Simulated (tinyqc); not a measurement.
Which pair of peaks is best: composition and strain of an epitaxial Si(1-x)Ge(x) layer from Raman and X-ray peaks. Computed by tinyqc, a small Python program. Command: `OMP_NUM_THREADS=1 python tinyqc.py 3024745 3024746 out.jsonl epiraman walk`. One thread of a shared host (Intel(R) Xeon(R) Processor @ 2.30GHz), about 0.01 s of CPU time with the checks.

A (001) layer, biaxially strained in the plane. The Raman peaks follow empirical lines omega = w0 + c1 x + c3 x^3 + b eps (c3 for Si-Ge alone), with eps the in-plane strain.

Inputs (values chosen for the exercise, modelled on silicon-germanium): Ge fraction x = 0.49; Si-Si: c1 = -65.5 1/cm; Si-Si: strain coefficient b = -718 1/cm; Si-Ge: c1 = 25.3 1/cm; Si-Ge: c3 = -34.1 1/cm; Si-Ge: strain coefficient b = -544 1/cm; Ge-Ge: c1 = 20 1/cm; Ge-Ge: strain coefficient b = -450 1/cm; uncertainty of a Raman peak = 0.2 1/cm.

Substrate: silicon.

Method. For each pair invert J = [d omega/dx, d omega/d eps] at the true x. Independent errors of the given size in both peaks give sigma_x and sigma_eps = uncertainty x (norm of the rows of the inverse of J).

Error propagation:
```
pair              det J    sigma_x  sigma_eps (per mille)
Si-Si and Si-Ge  36.162  0.0049821                0.36228
Si-Si and Ge-Ge  43.835  0.0038661                0.31247
Si-Ge and Ge-Ge  10.548   0.013386                0.37948
```

What does the comparison show, and why?

The pair Si-Si and Ge-Ge fixes x best (sigma_x = 0.0039) and Si-Ge and Ge-Ge worst (0.013), a factor 3.5. Strain moves all peaks the same way, so a good pair needs different ratios of composition slope to strain coefficient, best of opposite sign; the slopes here are -65.5, 0.7 and 20 per cm for Si-Si, Si-Ge and Ge-Ge. Errors in the coefficients themselves are not counted.

Extremes, crossings and ranges named in words are read from the listed rows.
